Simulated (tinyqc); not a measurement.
Worked calculation: UKS/B3LYP (VWN-RPA form) in the 6-311g basis, for H2-, spin multiplicity 2. The basis has no diffuse functions, so it cannot describe the extra electron: this is an exercise in the method, not the real anion. One step of it, computed by the program tinyqc.

Problem. Iteration 1: building the Kohn-Sham matrix. J_ij = sum D_kl (ij|kl) with D = D(alpha) + D(beta), K_ij = sum D_kl (ik|jl) for each spin; F = H + J - 0.2 K(s) + V_xc; E = tr D H + tr D J / 2 - 0.1 sum_s tr D(s) K(s) + E_xc + E_nn.

D(alpha) at the start, lower triangle:
```
,1H 1s,1H 2s,1H 3s,2H 1s,2H 2s,2H 3s
1H 1s,0.095776
1H 2s,0.155810,0.253610
1H 3s,0.098256,0.159780,0.100829
2H 1s,0.001719,-0.000802,0.003456,0.095776
2H 2s,-0.000802,-0.007161,0.001933,0.155810,0.253610
2H 3s,0.003456,0.001933,0.005282,0.098256,0.159780,0.100829
```

D(beta) at the start, lower triangle:
```
,1H 1s,1H 2s,1H 3s,2H 1s,2H 2s,2H 3s
1H 1s,0.047888
1H 2s,0.077905,0.126805
1H 3s,0.049128,0.079890,0.050414
2H 1s,0.000860,-0.000401,0.001728,0.047888
2H 2s,-0.000401,-0.003580,0.000966,0.077905,0.126805
2H 3s,0.001728,0.000966,0.002641,0.049128,0.079890,0.050414
```

core Hamiltonian H = T + V (hartree), lower triangle:
```
,1H 1s,1H 2s,1H 3s,2H 1s,2H 2s,2H 3s
1H 1s,-0.526219
1H 2s,-1.013076,-1.061409
1H 3s,-0.671186,-0.853497,-0.808772
2H 1s,-0.645568,-0.760683,-0.582305,-0.526219
2H 2s,-0.760683,-0.922041,-0.782562,-1.013076,-1.061409
2H 3s,-0.582305,-0.782562,-0.766665,-0.671186,-0.853497,-0.808772
```

Two-electron integrals (ij|kl) in chemists' order, unique and non-zero (hartree):
```
i,j,k,l,(ij|kl)
1,1,1,1,1.393035
2,1,1,1,0.822971
2,1,2,1,0.509703
2,2,1,1,0.822904
2,2,2,1,0.543028
2,2,2,2,0.644106
3,1,1,1,0.411256
3,1,2,1,0.257757
3,1,2,2,0.279868
3,1,3,1,0.130794
3,2,1,1,0.543681
3,2,2,1,0.365771
3,2,2,2,0.452669
3,2,3,1,0.189803
3,2,3,2,0.325140
3,3,1,1,0.494021
3,3,2,1,0.340115
3,3,2,2,0.445993
3,3,3,1,0.178035
3,3,3,2,0.331779
3,3,3,3,0.361682
4,1,1,1,0.297812
4,1,2,1,0.188236
4,1,2,2,0.206138
4,1,3,1,0.095696
4,1,3,2,0.139997
4,1,3,3,0.131417
4,1,4,1,0.094760
4,2,1,1,0.343117
4,2,2,1,0.229335
4,2,2,2,0.276429
4,2,3,1,0.118599
4,2,3,2,0.194903
4,2,3,3,0.192264
4,2,4,1,0.124537
4,2,4,2,0.186687
4,3,1,1,0.222155
4,3,2,1,0.150546
4,3,2,2,0.187064
4,3,3,1,0.078241
4,3,3,2,0.133871
4,3,3,3,0.135025
4,3,4,1,0.082446
4,3,4,2,0.128980
4,3,4,3,0.090707
4,4,1,1,0.704901
4,4,2,1,0.484178
4,4,2,2,0.610568
4,4,3,1,0.252524
4,4,3,2,0.437329
4,4,3,3,0.439440
4,4,4,1,0.297812
4,4,4,2,0.484869
4,4,4,3,0.341331
4,4,4,4,1.393035
5,1,1,1,0.484869
5,1,2,1,0.302314
5,1,2,2,0.325457
5,1,3,1,0.153170
5,1,3,2,0.220026
5,1,3,3,0.205543
5,1,4,1,0.124537
5,1,4,2,0.156328
5,1,4,3,0.103086
5,1,4,4,0.343117
5,1,5,1,0.186687
5,2,1,1,0.553740
5,2,2,1,0.369145
5,2,2,2,0.447312
5,2,3,1,0.190919
5,2,3,2,0.317648
5,2,3,3,0.318002
5,2,4,1,0.163006
5,2,4,2,0.234495
5,2,4,3,0.162027
5,2,4,4,0.553740
5,2,5,1,0.234495
5,2,5,2,0.344113
5,3,1,1,0.410374
5,3,2,1,0.279287
5,3,2,2,0.355187
5,3,3,1,0.145540
5,3,3,2,0.259051
5,3,3,3,0.271443
5,3,4,1,0.125501
5,3,4,2,0.190950
5,3,4,3,0.135282
5,3,4,4,0.461456
5,3,5,1,0.178900
5,3,5,2,0.281533
5,3,5,3,0.240734
5,4,1,1,0.484178
5,4,2,1,0.330686
5,4,2,2,0.416588
5,4,3,1,0.172292
5,4,3,2,0.299692
5,4,3,3,0.304232
5,4,4,1,0.188236
5,4,4,2,0.302314
5,4,4,3,0.214096
5,4,4,4,0.822971
5,4,5,1,0.229335
5,4,5,2,0.369145
5,4,5,3,0.310845
5,4,5,4,0.509703
5,5,1,1,0.610568
5,5,2,1,0.416588
5,5,2,2,0.531463
5,5,3,1,0.217245
5,5,3,2,0.387605
5,5,3,3,0.405066
5,5,4,1,0.206138
5,5,4,2,0.325457
5,5,4,3,0.232754
5,5,4,4,0.822904
5,5,5,1,0.276429
5,5,5,2,0.447312
5,5,5,3,0.385827
5,5,5,4,0.543028
5,5,5,5,0.644106
6,1,1,1,0.341331
6,1,2,1,0.214096
6,1,2,2,0.232754
6,1,3,1,0.108664
6,1,3,2,0.157925
6,1,3,3,0.148224
6,1,4,1,0.082446
6,1,4,2,0.103086
6,1,4,3,0.068091
6,1,4,4,0.222155
6,1,5,1,0.128980
6,1,5,2,0.162027
6,1,5,3,0.123798
6,1,5,4,0.150546
6,1,5,5,0.187064
6,1,6,1,0.090707
6,2,1,1,0.461456
6,2,2,1,0.310845
6,2,2,2,0.385827
6,2,3,1,0.161375
6,2,3,2,0.277578
6,2,3,3,0.284030
6,2,4,1,0.125501
6,2,4,2,0.178900
6,2,4,3,0.123798
6,2,4,4,0.410374
6,2,5,1,0.190950
6,2,5,2,0.281533
6,2,5,3,0.232062
6,2,5,4,0.279287
6,2,5,5,0.355187
6,2,6,1,0.135282
6,2,6,2,0.240734
6,3,1,1,0.434143
6,3,2,1,0.299340
6,3,2,2,0.394126
6,3,3,1,0.156784
6,3,3,2,0.293996
6,3,3,3,0.322327
6,3,4,1,0.122661
6,3,4,2,0.185217
6,3,4,3,0.131649
6,3,4,4,0.434143
6,3,5,1,0.185217
6,3,5,2,0.295309
6,3,5,3,0.257067
6,3,5,4,0.299340
6,3,5,5,0.394126
6,3,6,1,0.131649
6,3,6,2,0.257067
6,3,6,3,0.296812
6,4,1,1,0.252524
6,4,2,1,0.172292
6,4,2,2,0.217245
6,4,3,1,0.089759
6,4,3,2,0.156577
6,4,3,3,0.159602
6,4,4,1,0.095696
6,4,4,2,0.153170
6,4,4,3,0.108664
6,4,4,4,0.411256
6,4,5,1,0.118599
6,4,5,2,0.190919
6,4,5,3,0.161375
6,4,5,4,0.257757
6,4,5,5,0.279868
6,4,6,1,0.078241
6,4,6,2,0.145540
6,4,6,3,0.156784
6,4,6,4,0.130794
6,5,1,1,0.437329
6,5,2,1,0.299692
6,5,2,2,0.387605
6,5,3,1,0.156577
6,5,3,2,0.285482
6,5,3,3,0.304453
6,5,4,1,0.139997
6,5,4,2,0.220026
6,5,4,3,0.157925
6,5,4,4,0.543681
6,5,5,1,0.194903
6,5,5,2,0.317648
6,5,5,3,0.277578
6,5,5,4,0.365771
6,5,5,5,0.452669
6,5,6,1,0.133871
6,5,6,2,0.259051
6,5,6,3,0.293996
6,5,6,4,0.189803
6,5,6,5,0.325140
6,6,1,1,0.439440
6,6,2,1,0.304232
6,6,2,2,0.405066
6,6,3,1,0.159602
6,6,3,2,0.304453
6,6,3,3,0.339200
6,6,4,1,0.131417
6,6,4,2,0.205543
6,6,4,3,0.148224
6,6,4,4,0.494021
6,6,5,1,0.192264
6,6,5,2,0.318002
6,6,5,3,0.284030
6,6,5,4,0.340115
6,6,5,5,0.445993
6,6,6,1,0.135025
6,6,6,2,0.271443
6,6,6,3,0.322327
6,6,6,4,0.178035
6,6,6,5,0.331779
6,6,6,6,0.361682
```

nuclear repulsion = 0.72094988 hartree

V_xc(alpha) (hartree), lower triangle:
```
,1H 1s,1H 2s,1H 3s,2H 1s,2H 2s,2H 3s
1H 1s,-0.592546
1H 2s,-0.361561,-0.384889
1H 3s,-0.182831,-0.257419,-0.227365
2H 1s,-0.158460,-0.224763,-0.154289,-0.592546
2H 2s,-0.224763,-0.295530,-0.228874,-0.361561,-0.384889
2H 3s,-0.154289,-0.228874,-0.212701,-0.182831,-0.257419,-0.227365
```

V_xc(beta) (hartree), lower triangle:
```
,1H 1s,1H 2s,1H 3s,2H 1s,2H 2s,2H 3s
1H 1s,-0.511863
1H 2s,-0.313184,-0.336768
1H 3s,-0.158572,-0.227069,-0.204838
2H 1s,-0.137165,-0.194737,-0.133808,-0.511863
2H 2s,-0.194737,-0.258199,-0.201600,-0.313184,-0.336768
2H 3s,-0.133808,-0.201600,-0.191271,-0.158572,-0.227069,-0.204838
```

E_xc = sum of w rho eps_xc = -0.91826353 hartree

Give: Coulomb J; exchange K(alpha); exchange K(beta); F(alpha); F(beta); total energy of this density.

Solution.

Coulomb J (hartree), lower triangle:
```
,1H 1s,1H 2s,1H 3s,2H 1s,2H 2s,2H 3s
1H 1s,2.2702
1H 2s,1.4926,1.7846
1H 3s,0.7695,1.2664,1.2737
2H 1s,0.6503,0.9379,0.6505,2.2702
2H 2s,0.9379,1.3614,1.1179,1.4926,1.7846
2H 3s,0.6505,1.1179,1.1800,0.7695,1.2664,1.2737
```

exchange K(alpha) (hartree), lower triangle:
```
,1H 1s,1H 2s,1H 3s,2H 1s,2H 2s,2H 3s
1H 1s,0.8585
1H 2s,0.8405,0.9608
1H 3s,0.5934,0.7313,0.5852
2H 1s,0.5043,0.6792,0.5467,0.8585
2H 2s,0.6792,0.8689,0.7013,0.8405,0.9608
2H 3s,0.5467,0.7013,0.5744,0.5934,0.7313,0.5852
```

exchange K(beta) (hartree), lower triangle:
```
,1H 1s,1H 2s,1H 3s,2H 1s,2H 2s,2H 3s
1H 1s,0.4293
1H 2s,0.4203,0.4804
1H 3s,0.2967,0.3656,0.2926
2H 1s,0.2522,0.3396,0.2734,0.4293
2H 2s,0.3396,0.4344,0.3507,0.4203,0.4804
2H 3s,0.2734,0.3507,0.2872,0.2967,0.3656,0.2926
```

F(alpha) (hartree), lower triangle:
```
,1H 1s,1H 2s,1H 3s,2H 1s,2H 2s,2H 3s
1H 1s,0.9798
1H 2s,-0.0502,0.1462
1H 3s,-0.2032,0.0092,0.1205
2H 1s,-0.2546,-0.1834,-0.1954,0.9798
2H 2s,-0.1834,-0.0299,-0.0338,-0.0502,0.1462
2H 3s,-0.1954,-0.0338,0.0858,-0.2032,0.0092,0.1205
```

F(beta) (hartree), lower triangle:
```
,1H 1s,1H 2s,1H 3s,2H 1s,2H 2s,2H 3s
1H 1s,1.1463
1H 2s,0.0823,0.2904
1H 3s,-0.1196,0.1127,0.2016
2H 1s,-0.1829,-0.0855,-0.1203,1.1463
2H 2s,-0.0855,0.0943,0.0636,0.0823,0.2904
2H 3s,-0.1203,0.0636,0.1647,-0.1196,0.1127,0.2016
```

total energy of this density = -1.088328 hartree

This density is the starting one; it is not idempotent, so its energy is not variational and may lie below the converged one.
